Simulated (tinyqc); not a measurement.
Against the doping: grain-boundary trapping model (Seto) of a polycrystalline semiconductor film. Computed by tinyqc, a small Python program. Command: `OMP_NUM_THREADS=1 python tinyqc.py 3027901 3027902 out.jsonl poly walk`. One thread of a shared host (Intel(R) Xeon(R) Processor @ 2.30GHz), about 0.01 s of CPU time with the checks.

Grains of equal size L are joined by thin boundaries with one trap level. Trapped carriers deplete a width W on each side and raise a barrier, crossed by thermionic emission. Dopants are fully ionised, statistics are non-degenerate and mu_g does not depend on T.

Inputs (values chosen for the exercise, modelled on polycrystalline germanium):
```
quantity,value,unit
permittivity eps,16,-
effective mass m,0.18,m_0
"effective density of states at 300 K, N_c",6e+18,1/cm^3
grain size L,57,nm
trap density Q_t,5.7e+11,1/cm^2
trap level E_t below the band edge,0.23,eV
mobility inside the grains mu_g,460,cm^2/(V s)
temperature T,300,K
```

Grain interior: resistance included.

Constants: e = 1.602176634e-19 C; eps_0 = 8.8541878128e-12 F/m; k_B = 8.617333262e-05 eV/K; m_0 = 9.1093837015e-31 kg; k_B = 1.380649e-23 J/K.

Method:
- If all traps fill, the grain is just depleted at N* = Q_t/L, with the barrier e Q_t L/(8 eps eps_0).
- N_c(T) = N_c (T/300 K)^(3/2). Filled traps Q = Q_t/(1 + (1/2) exp((E_t* - E_F)/k_B T)), where E_t* = e V_B - E_t and E_F are counted from the band edge at the grain centre. Partial depletion: Q = 2 N W, V_B = e N W^2/(2 eps eps_0), E_F = k_B T ln(N/N_c); solve for W. If that W would exceed L/2 the grain is fully depleted: W = L/2, Q = N L, and E_F follows from the trap equation. Centre density n_0 = N_c exp(E_F/k_B T).
- Boundary: sigma_b = L e^2 n_0 exp(-e V_B/k_B T)/sqrt(2 pi m k_B T); drift through the grain, depleted parts included: rho_g = [(1 - 2W/L) + (2W/L) int_0^1 exp(y^2 s^2) ds]/(e n_0 mu_g); rho = 1/sigma_b + rho_g. Mean carrier density n_av = n_0 [(1 - 2W/L) + (2W/L) (sqrt(pi)/2) erf(y)/y], y = sqrt(e V_B/k_B T); effective mobility 1/(e n_av rho).

N* = 1.00e+17 1/cm^3

The same film:
```
N (1/cm^3),W (nm),V_B (V),mean density (1/cm^3),mobility (cm^2/(V s)),rho (ohm cm)
3.00e+15,28.500,0.001378,1.3156e+13,342.97,1.3833e+03
1.00e+16,28.500,0.004593,5.1415e+13,334.85,3.6253e+02
2.50e+16,28.500,0.011483,1.8555e+14,314.23,1.0705e+02
5.00e+16,28.500,0.022965,7.6701e+14,272.65,2.9845e+01
8.00e+16,28.500,0.036744,4.5921e+15,217.57,6.2470e+00
1.20e+17,23.412,0.037195,8.7713e+16,207.67,3.4265e-01
2.00e+17,14.180,0.022740,1.7715e+17,261.36,1.3480e-01
4.00e+17,7.114,0.011446,3.8703e+17,305.81,5.2734e-02
1.00e+18,2.849,0.004589,9.9439e+17,330.62,1.8985e-02
4.00e+18,0.712,0.001148,3.9985e+18,342.30,4.5602e-03
```

What follows from these numbers?

The barrier peaks among these rows at N = 1.2e17 (0.037 V) and the mobility has its minimum at 1.2e17; N* is 1.0e17. While the grain is fully depleted (W = L/2) V_B grows as N; once all traps are filled it falls as 1/N (last exponent -1.00). Partly depleted rows (W < L/2) with e V_B below 2 k_B T stretch the depletion approximation. Where N approaches N_c the non-degenerate statistics fail. rho drops most steeply, as N^-7.2, between 8.0e16 and 1.2e17.

Extremes, crossings and ranges named in words are read from the listed rows.
